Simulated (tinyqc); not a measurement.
## Gap and mass from two generation rates

Problem. In the two-band model the band-to-band tunnelling rate in a uniform field is G = A F^2 exp(-B/F), with B = pi sqrt(m/C) Eg^1.5/4 (V/nm), A = 1e21 (2 q/h) m Eg/(16 pi C B) for G in cm^-3 s^-1 and F in V/nm, C = hbar^2/(2 m0). Find B, A, Eg and m.

Constants: q = 1.602176634e-19 C, hbar = 1.054571817e-34 J s, h = 6.62607015e-34 J s, m0 = 9.1093837015e-31 kg, hbar^2/(2 m0) = 0.0380998212 eV nm^2. Results are converted to the units shown.

G at F = 0.062 and 0.12 V/nm (cm^-3 s^-1): 1.5087147e28  3.3919478e30

Solution. The slope of ln(G/F^2) against 1/F is -B and the intercept gives A. The product A B fixes m Eg, and B = (pi/4) Eg sqrt(m Eg/C) then gives Eg.

B = 0.525 V/nm
A = 1.87e34 cm^-3 s^-1 (V/nm)^-2
Eg = 0.661 eV
m = 0.0590 m0

Computed by the program tinyqc: `OMP_NUM_THREADS=1 python tinyqc.py 2620123 2620124 out.jsonl`, one thread of a shared Intel Xeon 2.30GHz, about 0.02 s for the whole run.
